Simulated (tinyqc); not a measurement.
MOSFET in the linear regime without short-channel effects, parameter extraction from computed curves: one step of the calculation.

Inversion charge Q = Cox n Vt W0(exp((Vg - VT)/(n Vt))), W0 the Lambert function and n = nf; u = Q/Cox; mobility mu = mu0/(1 + th1 u + th2 u^2); channel resistance Rch = (L - dL)/(W mu Q); Id = Vd/(Rch + Rsd/W). Cox = eps0 eox/tox. Small Vd, no channel-length or drain effects.

Question. Transfer curve. u, mu, Rch and Id as defined.

Values chosen for this exercise; channel values of the order met in silicon transistors:
- T = 200 K (temperature)
- eox = 3.9 (relative permittivity of the gate insulator (close to silicon dioxide))
- tox = 1.1 nm (insulator thickness)
- mu0 = 110 cm^2/(V s) (low-field mobility)
- th1 = 0.25 1/V (first mobility attenuation factor)
- th2 = 0 1/V^2 (second mobility attenuation factor)
- VT = 0.38 V (threshold voltage)
- nf = 1.45 (body factor)
- W = 0.5 um (gate width)
- L = 0.1 um (drawn gate length)
- dL = 0.019 um (drawn less effective length)
- Rsd = 120 ohm um (source plus drain resistance)
- Vd = 0.02 V (drain voltage)

Constants: q = 1.602176634e-19 C, kB = 1.380649e-23 J/K, Vt = kB T/q, eps0 = 8.8541878128e-14 F/cm where lengths are in cm. Results are converted to the units shown.

```
point,Vg (V)
0,0.14
1,0.26
2,0.38
3,0.5
4,0.62
5,0.74
6,0.86
7,0.98
8,1.1
```

Wanted: u; mu; Rch; Id.

Answer.

```
point,u (V),mu (cm^2/(V s)),Rch (ohm),Id (uA)
0,1.686e-6,110.0,2.782e8,7.188e-5
1,2.036e-4,110.0,2.304e6,0.008679
2,0.01417,109.6,3.322e4,0.5978
3,0.08842,107.6,5423,3.532
4,0.1894,105.0,2594,7.056
5,0.2981,102.4,1691,10.36
6,0.4101,99.77,1261,13.32
7,0.5240,97.26,1013,15.97
8,0.6390,94.85,851.5,18.32
```

Numbers from tinyqc (`OMP_NUM_THREADS=1 python tinyqc.py 2210105 2210106 out.jsonl`; about 0.02 s on one thread of a shared Intel Xeon 2.30GHz).
